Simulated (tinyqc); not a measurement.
From results to parameters: Hubbard dimer. Computed by the program tinyqc.

Problem. A two-site Hubbard model with two electrons has its ground state at (U - sqrt(U^2 + 16 t^2))/2, the triplet at 0 and the odd ionic singlet at U. Find t, U and the double occupancy per site.

singlet-triplet splitting = 0.557658 eV
gap from the ground state to the ionic odd singlet = 1.147658 eV

Solution. The difference of the two gaps is U and their product is 4 t^2; the double occupancy per site is (1 - U/sqrt(U^2 + 16 t^2))/4.

t, U (eV): 0.4000  0.5900
double occupancy per site = 0.1635
